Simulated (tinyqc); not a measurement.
Worked calculation: chemical-mechanical planarisation: Preston law, pattern density and step-height reduction. Computed by tinyqc, a small Python program that keeps every step. Command: `OMP_NUM_THREADS=1 python tinyqc.py 3016132 3016133 out.jsonl cmp walk`. One thread of a shared host (Intel(R) Xeon(R) Processor @ 2.30GHz), about 0.01 s of CPU time with the checks. Intermediate numbers are printed to about 6 digits and carried at full precision; extremes and crossings named in words are read from the listed rows.

A row of 8 cells, repeated periodically, holds raised features that cover a share rho of each cell.

Inputs (values chosen for the exercise, close to those used for copper polishing):

| quantity | value | unit |
|---|---|---|
| Preston coefficient K | 4.7e-14 | 1/Pa |
| pressure P | 35 | kPa |
| platen and carrier speed | 110 | rpm |
| distance between the centres | 16 | cm |
| initial step height h0 | 160 | nm |
| contact height h_c | 23 | nm |
| film above the raised areas z0 | 330 | nm |
| cell size | 1.2 | mm |
| planarisation length | 3.3 | mm |
| polish time t | 35 | s |

local pattern densities, cell by cell: 0.6  0.5  0.5  0.25  0.6  0.9  0.1  0.9

## Blanket rate

With equal rotation speeds the relative speed is uniform, v = omega r_c; Preston rate R0 = K P v.

relative speed v = 1.84307 m/s

blanket rate R0 = 3.03185 nm/s

## Effective density

The stiff pad averages the density: rho_eff(i) = sum_j w_ij rho_j / sum_j w_ij, w = exp(-2 d^2/L^2), L the planarisation length and d the distance between cell centres, summed over all periodic images of cell j.

normalised weights (images included) for cells 0, 1, 2, ... apart: 0.290140  0.222717  0.100758  0.027238  0.008433

effective densities: 0.582727  0.532587  0.482890  0.485242  0.533857  0.567078  0.575460  0.590160

Local densities span 0.1 to 0.9, effective ones 0.483 to 0.590.

## State at time t

While h > h_c only raised areas polish, at R0/rho_eff, until t_c = rho_eff (h0 - h_c)/R0. After that h = h_c exp(-(t - t_c)/tau), tau = rho_eff h_c/R0; low areas polish at R0 (1 - h/h_c) and raised areas at R0 [1 + (1 - rho_eff) h/(rho_eff h_c)]. Removed from raised areas after t_c: h0 - h_c + R0 (t - t_c) + (1 - rho_eff)(h_c - h); from low areas: R0 (t - t_c) - rho_eff (h_c - h). Film left = z0 less the removal from raised areas.

Cells:

| cell | rho_eff | t_c (s) | step h (nm) | removed, raised (nm) | removed, low (nm) | film left on raised areas (nm) |
|---|---|---|---|---|---|---|
| 1 | 0.582727 | 26.3317 | 3.23690 | 171.528 | 14.7646 | 158.472 |
| 2 | 0.532587 | 24.0660 | 1.53610 | 180.183 | 21.7188 | 149.817 |
| 3 | 0.482890 | 21.8203 | 0.62984 | 188.527 | 29.1564 | 141.473 |
| 4 | 0.485242 | 21.9266 | 0.65969 | 188.136 | 28.7961 | 141.864 |
| 5 | 0.533857 | 24.1234 | 1.56808 | 179.967 | 21.5346 | 150.033 |
| 6 | 0.567078 | 25.6246 | 2.60163 | 174.256 | 16.8574 | 155.744 |
| 7 | 0.575460 | 26.0033 | 2.92894 | 172.798 | 15.7265 | 157.202 |
| 8 | 0.590160 | 26.6675 | 3.57633 | 170.223 | 13.7997 | 159.777 |

range of film left across the row = 18.3032 nm

largest remaining step = 3.57633 nm

thinnest film left = 141.473 nm

8 of 8 cells have reached contact. The cell with the lowest rho_eff has lost the most film from its raised areas.

## Local against global planarity over time

Times are multiples of h0/R0; the range is the largest minus the smallest removal from raised areas.

Steps and range (nm):

| multiple | t (s) | largest step | smallest step | range across the row | mean removal from raised areas |
|---|---|---|---|---|---|
| 0.10 | 5.2773 | 132.889 | 126.866 | 6.0225 | 29.588 |
| 0.20 | 10.5546 | 105.777 | 93.732 | 12.0451 | 59.177 |
| 0.30 | 15.8319 | 78.666 | 60.598 | 18.0676 | 88.765 |
| 0.45 | 23.7479 | 37.999 | 13.590 | 25.7094 | 132.819 |
| 0.60 | 31.6639 | 7.535 | 1.566 | 19.4414 | 166.996 |
| 0.80 | 42.2185 | 0.713 | 0.088 | 17.4101 | 200.832 |
| 1.00 | 52.7731 | 0.068 | 0.005 | 17.1883 | 232.986 |
| 1.30 | 68.6051 | 0.002 | 0.000 | 17.1639 | 281.000 |
| 1.70 | 89.7143 | 0.000 | 0.000 | 17.1632 | 345.000 |

Local steps shrink to 0.01 nm or less, but the range across the row reaches up to 25.7 nm among these rows and ends at 17.2 nm, against the limit (largest - smallest rho_eff) h0 = 17.2 nm: once flat, all cells polish alike and the difference stays. Evener density (dummy fill), a longer planarisation length or a smaller initial step reduces it. Caution: in the last rows the removal passes z0 somewhere, so they describe a thicker film than the one given.

Checks made by the program: volume removed per cell equals R0 t (relative difference below 1e-10).
